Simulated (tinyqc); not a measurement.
Programming of a floating-gate cell by Fowler-Nordheim tunnelling: two steps of the calculation.

Per tunnel area the floating gate has Ctun = 3.9 eps0/tox to the channel (0 V) and Ccg to the control gate, Ct = Ctun/(1 - ag), no other coupling. With the threshold shift U = -Q/Ccg the field is F = ag (Vg - U)/tox, and dU/dt = J/Ccg. Fowler-Nordheim: J = A F^2 exp(-B/F), A = q^2/(16 pi^2 hbar mo phi) (times 1e14 for A/cm^2 with F in V/nm, emitter mass m0), B = (4/3) sqrt(mo/C) phi^1.5, C = hbar^2/(2 m0).

Parameters, values chosen for the exercise; oxide values close to those of silicon dioxide:
- phi = 3.07 eV (tunnel barrier)
- mo = 0.46 m0 (tunnelling mass)
- tox = 8.1 nm (tunnel oxide thickness)
- ag = 0.63 (coupling ratio Ccg/Ct)
- ar = 4200 nm^2 (tunnel area)
- Vt0 = -0.9 V (threshold shift at the start)
- Vg = 13.4 V (control-gate voltage)
- dt = 11 us (time step)
- n = 8 (steps)

Constants: q = 1.602176634e-19 C, hbar = 1.054571817e-34 J s, m0 = 9.1093837015e-31 kg, eps0 = 8.8541878128e-14 F/cm where lengths are in cm, hbar^2/(2 m0) = 0.0380998212 eV nm^2. Results are converted to the units shown.

Question 1. Constants of the cell. A, B, Ccg = ag Ct, the starting field and current, K = A B ag/(Ccg tox), and the knee time t0 = exp(B/F(0))/K.

Wanted: A; B; Ccg; F(0); J(0); K; t0; electrons for 1 V of shift.

Answer 1.

A = 1.0915e8 A cm^-2 (V/nm)^-2
B = 24.921 V/nm
Ccg = 0.72588 uF/cm^2
F(0) = 1.1122 V/nm
J(0) = 0.025086 A/cm^2
K = 2.9146e14 1/s
t0 = 18.467 us
electrons for 1 V of shift = 190.29

Question 2. Explicit time steps against the exact solution. U(new) = U + dt J(F(U))/Ccg. Exact: exp(B/F(t)) = exp(B/F(0)) + K t, K = A B ag/(Ccg tox), and U = Vg - tox F/ag.

Find: t; F; J; U by steps; U exact.

Answer 2.

| step | t (us) | F (V/nm) | J (A/cm^2) | U by steps (V) | U exact (V) |
|---|---|---|---|---|---|
| 0 | 0 | 1.1122 | 0.025086 | -0.90000 | -0.90000 |
| 1 | 11.000 | 1.0827 | 0.012891 | -0.51985 | -0.60787 |
| 2 | 22.000 | 1.0675 | 0.0090305 | -0.32450 | -0.41626 |
| 3 | 33.000 | 1.0568 | 0.0069967 | -0.18765 | -0.27448 |
| 4 | 44.000 | 1.0486 | 0.0057220 | -0.08163 | -0.16236 |
| 5 | 55.000 | 1.0418 | 0.0048431 | 0.00509 | -0.06989 |
| 6 | 66.000 | 1.0361 | 0.0041988 | 0.07848 | 0.00866 |
| 7 | 77.000 | 1.0312 | 0.0037054 | 0.14211 | 0.07683 |
| 8 | 88.000 | 1.0268 | 0.0033151 | 0.19826 | 0.13697 |

Range of the model: Programming fields of 10 MV/cm and more wear the oxide; trapping and the channel potential are ignored.

Numbers from tinyqc (`OMP_NUM_THREADS=1 python tinyqc.py 2130137 2130138 out.jsonl`; about 0.02 s on one thread of a shared Intel Xeon 2.30GHz).
